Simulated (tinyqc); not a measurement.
Two-diode model of a solar cell: one step of the calculation.

J is the current delivered and Vj = V + J Rs the junction voltage. J = X JL - J01 (exp(Vj/(n1 Vt)) - 1) - J02 (exp(Vj/(2 Vt)) - 1) - Vj/Rp. The photocurrent does not depend on voltage.

Problem. New Vj. Maximum power: dP/dVj = f = J (1 + 2 Rs G) - G Vj = 0. G = -dJ/dVj = J01 exp(Vj/(n1 Vt))/(n1 Vt) + J02 exp(Vj/(2 Vt))/(2 Vt) + 1/Rp. H = dG/dVj; f' = -2 G - 2 Rs G^2 + (2 Rs J - Vj) H; Vj(new) = Vj - f/f'.

Values chosen for this exercise; values of the order met in cells of gallium arsenide: temperature T = 323 K; photocurrent at one sun JL = 27.1 mA/cm^2; concentration X = 10 suns; saturation current of the first diode J01 = 1.6e-17 A/cm^2; ideality factor of the first diode n1 = 1; series resistance Rs = 0 ohm cm^2; shunt resistance Rp = 100 ohm cm^2; saturation current of the second diode (ideality 2) J02 = 2.7e-10 A/cm^2.

Constants: q = 1.602176634e-19 C, kB = 1.380649e-23 J/K, Vt = kB T/q. Results are converted to the units shown.

Vj at the start = 0.93 V

Give: J; G; H; f; f'; Vj after iteration 1.

Solution.

J = 251.7 mA/cm^2
G = 0.2837 S/cm^2
H = 8.264 S/(cm^2 V)
f = -12.18 mA/cm^2
f' = -8.253 S/cm^2
Vj after iteration 1 = 0.9285 V

Numbers from tinyqc (`OMP_NUM_THREADS=1 python tinyqc.py 2280023 2280024 out.jsonl`; about 0.01 s on one thread of a shared Intel Xeon 2.30GHz).
